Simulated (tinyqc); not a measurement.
A spin-degenerate level with charging energy between two leads, rate equations: one step of the calculation.

States 0, up, down and 2 with energies 0, e1 - Ez/2, e1 + Ez/2 and 2 e1 + U. mu_L = +V/2, mu_R = -V/2 (meV), f(x) = 1/(1 + exp(x/kB T)). A transition that adds one electron of given spin at the energy E has the rate G f(E - mu) from each lead, and its reverse G [1 - f(E - mu)]. I counts electrons leaving the left lead, times q.

Task. Transition energies and Fermi factors. Transition energies: 0-up e1 - Ez/2, 0-down e1 + Ez/2, up-2 e1 + U + Ez/2, down-2 e1 + U - Ez/2.

Values chosen for this exercise: charging energy of the second electron U = 10.7 meV; level e1 = -1.41 meV; temperature T = 3.1 K; bias V = 25 mV; Zeeman splitting Ez = 0 meV.

Constants: q = 1.602176634e-19 C, kB = 1.380649e-23 J/K, Vt = kB T/q. Results are converted to the units shown.

Give: E; fL; fR.

Result.

```
transition,E (meV),fL,fR (1e-19)
0-up,-1.4100,1.0000,9.3454
0-down,-1.4100,1.0000,9.3454
up-2,9.2900,1.0000,0.0000
down-2,9.2900,1.0000,0.0000
```

Range of the model: Rate equations need hbar G well below kB T; cotunnelling and the Kondo effect are left out.

Computed by the program tinyqc: `OMP_NUM_THREADS=1 python tinyqc.py 2780129 2780130 out.jsonl`, one thread of a shared Intel Xeon 2.30GHz, about 0.01 s for the whole run.
